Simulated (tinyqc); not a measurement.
## Charge pumping in an n-channel transistor: effect of temperature

The gate is pulsed from accumulation to inversion and back. Energies E are counted from the intrinsic level; Dit(E) = D0 [1 + b (2 E/Eg)^2]. During each edge the traps near the bands emit their carriers, and those between Eh and Ee recombine once a cycle.

Nc and Nv are given at 300 K and scale as T^1.5, vth as T^0.5; Eg and the cross-sections are held. ni = sqrt(Nc Nv) exp(-Eg/(2 Vt)), Eg in volts; emission times te = (dV/Va) tf and th = (dV/Va) tr; Ee = -Vt ln(vth sn ni te), Eh = +Vt ln(vth sp ni th). Nit = integral of Dit from Eh to Ee = D0 [Ee - Eh + 4 b (Ee^3 - Eh^3)/(3 Eg^2)], Qcp = q A Nit, Icp = f Qcp.

Values chosen for this exercise; band and dielectric values close to those of silicon:
- Eg = 1.1 eV (band gap)
- Nc = 2.81e19 cm^-3 (conduction-band density of states at 300 K)
- Nv = 2.62e19 cm^-3 (valence-band density of states at 300 K)
- A = 0.082 um^2 (gate area)
- D0 = 9.1e10 cm^-2 eV^-1 (trap density at midgap)
- b = 10.3 (rise of the trap density towards the band edges)
- sn = 1e-15 cm^2 (cross-section for electrons)
- sp = 2.8e-15 cm^2 (cross-section for holes)
- vth = 1.6e7 cm/s (thermal velocity at 300 K, one nominal value for electrons and holes)
- dV = 1.18 V (Vth - Vfb)
- Va = 3.9 V (pulse height)
- f = 43000 Hz (frequency)
- tr = 560 ns (rise time)
- tf = 1400 ns (fall time)

Constants: q = 1.602176634e-19 C, kB = 1.380649e-23 J/K, Vt = kB T/q. Results are converted to the units shown.

Effect of temperature:

| T (K) | Ee (eV) | Eh (eV) | Nit (cm^-2) | Icp (pA) |
|---|---|---|---|---|
| 180 | 0.3778 | -0.3761 | 1.792e11 | 1.013 |
| 220 | 0.3319 | -0.3298 | 1.350e11 | 0.7629 |
| 260 | 0.2848 | -0.2823 | 9.870e10 | 0.5576 |
| 300 | 0.2366 | -0.2337 | 6.966e10 | 0.3935 |
| 340 | 0.1875 | -0.1842 | 4.708e10 | 0.2660 |
| 380 | 0.1376 | -0.1339 | 2.987e10 | 0.1687 |
| 420 | 0.08691 | -0.08281 | 1.671e10 | 0.09439 |

The window Ee - Eh shrinks from 0.754 to 0.170 eV, since emission is faster when hot, and Icp falls from 1.01 to 0.0944 pA.

Range of the model: The Fermi levels of inversion and accumulation are taken to lie beyond Ee and Eh, the flat tops to fill all traps, and no geometric current is added.

Program tinyqc, `OMP_NUM_THREADS=1 python tinyqc.py 2030174 2030175 out.jsonl`; Intel Xeon 2.30GHz, shared host, one thread, about 0.01 s.
